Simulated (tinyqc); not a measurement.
From results back to parameters: effective mass of the conduction band from tabulated energies. Three cases, with inputs chosen for the exercise.

Problem. A band follows E (1 + alpha E) = c k^2/m, c = hbar^2/2m0. Its energies at two wave vectors are given.

Constants: hbar^2/2m0 = 3.80998211 eV angstrom^2.
Find: y = c k^2/E; m; alpha.
Method. y = m + m alpha E is a straight line through the two points.

Case 1.

Values chosen (out of a larger set: band of an eight-band Kane model near GaAs; not measured data): k12 = (0.0291, 0.0776) 1/angstrom (two wave vectors).

energies (meV): 47.69461  297.39809

Solution.

y = c k^2/E (m0): 0.06765  0.07715
m = 0.0658 m0
alpha = 0.58 1/eV

Case 2.

Values chosen (out of a larger set: band of an eight-band Kane model near GaAs; not measured data): k12 = (0.0198, 0.0528) 1/angstrom (two wave vectors).

energies (meV): 22.04276  146.31424

Solution.

y = c k^2/E (m0): 0.06776  0.07259
m = 0.0669 m0
alpha = 0.58 1/eV

Case 3.

Values chosen (out of a larger set: band of an eight-band Kane model near InSb; not measured data): k12 = (0.0045, 0.012) 1/angstrom (two wave vectors).

energies (meV): 5.51161  35.18172

Solution.

y = c k^2/E (m0): 0.01400  0.01559
m = 0.0137 m0
alpha = 3.93 1/eV

Computed by tinyqc, one run a case: `OMP_NUM_THREADS=1 python tinyqc.py N N+1 out.jsonl` with N = 1850002, 1850020, 1850029; one thread of a shared Intel(R) Xeon(R) Processor @ 2.30GHz, about 0.01 s a run at most.
